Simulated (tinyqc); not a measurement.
# Worked calculation: MOS inversion layer, Poisson-Schroedinger loop

Program tinyqc, `OMP_NUM_THREADS=1 python tinyqc.py 2160040 2160041 out.jsonl`; Intel Xeon 2.30GHz, shared host, one thread, about 0.4 s. Printed values are rounded.

Electrons confined at an insulator interface at z = 0, treated as a hard wall; parabolic valleys, Hartree approximation, no image or exchange terms. The depletion charge lies far deeper than the electrons and gives a uniform field q Nd/(eps0 eps_r); the gate balances all charge. Energies are counted from the band edge at the interface.

Values chosen for this exercise; masses and permittivity close to those of 4H silicon carbide (0001):
```
symbol   value   unit                                     meaning
T          400      K                                 temperature
eps_r     9.61                              relative permittivity
mz1      0.328     m0  mass along z of valley set A (3 valley(s))
md1      0.425     m0    in-plane density-of-states mass of set A
Ns        3e12  cm^-2                  sheet density of electrons
Nd      1.3e11  cm^-2           sheet density of depletion charge
hz         1.3     nm                                   mesh step
a          0.5                                      mixing factor
```

Constants: q = 1.602176634e-19 C, kB = 1.380649e-23 J/K, hbar = 1.054571817e-34 J s, m0 = 9.1093837015e-31 kg, Vt = kB T/q, eps0 = 8.8541878128e-14 F/cm where lengths are in cm, hbar^2/(2 m0) = 0.0380998212 eV nm^2. Results are converted to the units shown.

## Fixed part of the potential

z, node 1 to 18 (nm): [1.3, 2.6, 3.9, 5.2, 6.5, 7.8, 9.1, 10.4, 11.7, 13, 14.3, 15.6, 16.9, 18.2, 19.5, 20.8, 22.1, 23.4]

V0 = q Nd z/(eps0 eps_r) in eV.

fixed potential V0, node 1 to 18 (eV): [0.0031822, 0.0063644, 0.0095465, 0.0127287, 0.0159109, 0.0190931, 0.0222753, 0.0254575, 0.0286396, 0.0318218, 0.0350040, 0.0381862, 0.0413684, 0.0445505, 0.0477327, 0.0509149, 0.0540971, 0.0572793]

## Round 1: levels and probability densities

self-consistent potential U at the start, node 1 to 18 (eV): [0, 0, 0, 0, 0, 0, 0, 0, 0, 0, 0, 0, 0, 0, 0, 0, 0, 0]

Tridiagonal Hamiltonian with psi = 0 one step beyond both ends: H_ii = C (1/m_(i-1/2) + 1/m_(i+1/2))/hz^2 + V0_i + U_i, H_(i,i+1) = -C/(m_(i+1/2) hz^2), C = hbar^2/(2 m0). The lowest 2 level(s) are kept, normalised to hz sum |psi|^2 = 1. The mass is the same on all intervals.

levels (eV): A1 0.0206163, A2 0.0359080

```
node  |psi|^2 of A1 (1/nm)  |psi|^2 of A2 (1/nm)
1                 0.033816              0.032511
2                 0.103129              0.075495
3                 0.153503              0.063060
4                 0.159481              0.017203
5                 0.130379              0.001091
6                 0.088858              0.035198
7                 0.052209              0.087791
8                 0.027032              0.119861
9                 0.012524              0.117981
10                0.005253              0.092681
11                0.002012              0.061152
12                0.000709              0.034928
13                0.000231              0.017606
14                0.000070              0.007925
15                0.000020              0.003198
16                0.000005              0.001143
17                0.000001              0.000341
18                0.000000              0.000064
```

## Round 1: Fermi level and occupations

Level k holds N_k = D_k Vt ln(1 + exp((EF - E_k)/Vt)) with D = 3 md1 m0 q/(pi hbar^2) per eV (spin included); EF is fixed by sum N_k = Ns.

EF = -0.0574298 eV
N_k (cm^-2): A1 1.81493e12, A2 1.18507e12

## Round 1: density, output potential and mixing

n_i = sum_k N_k |psi_k|^2 (converted to cm^-3). Hartree part by Gauss: on the interval before node i the electrons still beyond are S_i = Ns - hz sum_(j<i) n_j, and U_i = U_(i-1) + q S_i hz/(eps0 eps_r) in eV, U_0 = 0 at the interface. Mixing: U(new) = U + a (U(out) - U).

```
node  n (1e18 cm^-3)  U(out) (eV)  U after round 1 (eV)
1            0.99900     0.073435              0.036717
2            2.76638     0.143691              0.071845
3            3.53327     0.205144              0.102572
4            3.09834     0.255353              0.127677
5            2.37922     0.295703              0.147851
6            2.02983     0.328482              0.164241
7            1.98795     0.354801              0.177400
8            1.91104     0.374794              0.187397
9            1.62547     0.388707              0.194353
10           1.19367     0.397446              0.198723
11           0.76121     0.402387              0.201194
12           0.42679     0.404906              0.202453
13           0.21283     0.406067              0.203033
14           0.09519     0.406550              0.203275
15           0.03826     0.406731              0.203365
16           0.01364     0.406789              0.203395
17           0.00406     0.406805              0.203402
18           0.00076     0.406807              0.203404
```

## Course of the self-consistent loop

Start from U = 0. Stop when the largest |U(out) - U| is below 1e-7 eV, or after 60 rounds. From round 2 on: Anderson mixing of depth m keeps the last m inputs V and residuals F = V(out) - V(in), fits c by least squares to F = dF c over their successive differences dF, dV, and sets V(new) = V + a F - (dV + a dF) c. Here m = 4.

Course of the iteration:
```
round  level A1 (eV)     EF (eV)  largest |U(out) - U| (eV)
1          0.0206163  -0.0574298                      0.407
2           0.106350   0.0410947                     0.0492
3           0.125040   0.0581150                     0.0273
4           0.149680   0.0806884                     0.0290
5           0.148227   0.0805245                    3.39e-3
6           0.148336   0.0805426                    8.29e-4
7           0.148595   0.0807790                    8.48e-5
8           0.148551   0.0807426                    3.03e-5
9           0.148530   0.0807227                    9.63e-6
10          0.148525   0.0807168                    1.54e-6
11          0.148524   0.0807160                    2.36e-7
12          0.148524   0.0807160                    3.79e-8
```

Converged in 12 rounds.

## Converged levels, occupations and centroid

converged U, node 1 to 18 (eV): [0.073435, 0.120666, 0.145649, 0.160467, 0.169594, 0.174767, 0.177389, 0.178586, 0.179083, 0.179272, 0.179339, 0.179361, 0.179367, 0.179369, 0.179370, 0.179370, 0.179370, 0.179370]

Solve for the levels with V0 + U, find EF, n_i = sum_k N_k |psi_k|^2 (in cm^-3); share of each level N_k/Ns; centroid sum n z/sum n.

levels (eV): A1 0.148524, A2 0.198248
EF = 0.0807160 eV
shares (%): A1 80.1022, A2 19.8978
n, node 1 to 18 (in units of 1e18 cm^-3): [8.23459, 6.99151, 3.19426, 1.78844, 1.24244, 0.80160, 0.44799, 0.21991, 0.09666, 0.03857, 0.01411, 0.00476, 0.00149, 0.00043, 0.00012, 0.00003, 0.00001, 0.00000]
centroid = 3.17534 nm

An 800-node mesh to 39 nm with 8 levels a set gives A1 = 0.1520 eV, EF = 0.08146 eV and a centroid of 4.164 nm; the levels kept above hold 87.6 % of the electrons there. The coarse centroid is 24 % below the fine one.

## Closed-form estimates

Triangular well: E_k = a_k (C F^2/mz)^(1/3), a_1 = 2.338107, a_2 = 4.087949, C = hbar^2/(2 m0), F in eV/nm. Fang-Howard (all electrons in the lowest level of set A): b^3 = 6 (mz1/C) q (Nd + 11 Ns/32)/(eps0 eps_r), centroid 3/b, level C b^2/(4 mz1) + (3/b) q (Nd + 11 Ns/16)/(eps0 eps_r). Use F = q (Nd + Ns)/(eps0 eps_r), the surface field, and F = q (Nd + Ns/2)/(eps0 eps_r).

A1 with the surface field = 0.172770 eV
A1 with Nd + Ns/2 = 0.111832 eV
A2 with Nd + Ns/2 = 0.195527 eV
b = 1.04141 1/nm
Fang-Howard centroid = 2.88071 nm
Fang-Howard level = 0.150420 eV

Against the self-consistent A1 = 0.1520 eV on a fine mesh, the surface-field estimate is 14 % above it, the half-charge one 26 % below it and Fang-Howard 1.0 % below it. A1 holds 74.4 % of the electrons, and the Fang-Howard centroid is 31 % below the full one.
